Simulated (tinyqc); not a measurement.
# Inputs raised by 2 %, one at a time

Model: Haynes-Shockley experiment: drift, diffusion and decay of a minority-carrier pulse. Computed by tinyqc, a small Python program. Command: `OMP_NUM_THREADS=1 python tinyqc.py 3112513 3112514 out.jsonl haynes sens`. One thread of a shared host (Intel(R) Xeon(R) Processor @ 2.30GHz), about 0.02 s of CPU time with the checks.

A thin sheet of excess carriers is made at x = 0, t = 0 in a long uniform bar; injection is low, so the pulse moves with the minority mobility.

Inputs (values chosen for the exercise, modelled on electrons in p-type germanium in a lightly doped bar): minority mobility mu = 3770 cm^2/(V s); lifetime tau = 210 microsecond; temperature T = 250 K; field F = 6.5 V/cm; distance d to the collector = 1.1 cm; injected sheet density N0 = 4.6e+10 1/cm^2.

Constants: k_B = 8.617333262e-05 eV/K.

Method:
- D = mu k_B T/e, v = mu F.
- Transit time d/v, diffusion length sqrt(D tau), drift length v tau, Peclet number v d/D = e F d/(k_B T).
- dn(x, t) = N0/sqrt(4 pi D t) exp(-(x - v t)^2/(4 D t) - t/tau).
- At fixed x the signal peaks where d ln(dn)/dt = 0: a t^2 + t/2 - x^2/(4 D) = 0 with a = v^2/(4 D) + 1/tau.
- The full width at half maximum is found by solving dn(x, t) = peak/2 on both sides of the peak.
- With w the full width at half maximum: mu = d/(F t_p); D = (w d)^2/(16 ln2 t_p^3); Einstein ratio D/mu against k_B T/e.

Runs; columns: (1) input moved; (2) from; (3) to; (4) time of the peak t_p (microsecond); (5) peak density (1/cm^3); (6) width at half maximum (microsecond); (7) apparent D (cm^2/s):
```
(1)                                     (2)        (3)     (4)         (5)     (6)     (7)
base run                                  -          -  44.696  1.7382e+11  8.1738  81.633
minority mobility mu (cm^2/(V s))      3770     3845.4  43.821  1.7454e+11  8.0138  83.266
lifetime tau (microsecond)              210      214.2  44.698  1.7454e+11  8.1741  81.633
temperature T (K)                       250        255  44.693  1.7211e+11  8.2545  83.275
field F (V/cm)                          6.5       6.63  43.825  1.7627e+11  7.9354  81.625
distance d to the collector (cm)        1.1      1.122  45.593  1.7137e+11  8.2554  81.625
injected sheet density N0 (1/cm^2)  4.6e+10  4.692e+10  44.696  1.7729e+11  8.1738  81.633
```

Exponents ln(y'/y) / ln(x'/x):
```
input                        time of the peak t_p  peak density  width at half maximum  apparent D
minority mobility mu                       -0.999         0.211                 -0.998       1.000
lifetime tau                                0.001         0.211                  0.002       0.000
temperature T                              -0.004        -0.498                  0.496       1.005
field F                                    -0.995         0.709                 -1.494      -0.005
distance d to the collector                 1.003        -0.716                  0.502      -0.005
injected sheet density N0                   0.000         1.000                  0.000       0.000
```

Which inputs matter most for each result?

Among the inputs moved here: time of the peak t_p answers most in size to distance d to the collector (exponent +1.003), and about equally to minority mobility mu (-0.999), field F (-0.995); its exponent is below 0.0005 for injected sheet density N0. Its exponent -0.995 in field F: pure drift, t = d/(mu F). Peak density answers most in size to injected sheet density N0 (exponent +1.000), next to distance d to the collector (-0.716). Its exponent +1.000 in injected sheet density N0: the equation is linear. Width at half maximum answers most in size to field F (exponent -1.494), next to minority mobility mu (-0.998); its exponent is below 0.0005 for injected sheet density N0. Its exponent -1.494 in field F: sqrt(D t)/v with t = d/v. Its exponent +0.502 in distance d to the collector: the spread grows as sqrt(t). Apparent D answers most in size to temperature T (exponent +1.005), and about equally to minority mobility mu (+1.000); its exponent is below 0.0005 for lifetime tau, injected sheet density N0.

Extremes, crossings and ranges named in words are read from the listed rows.
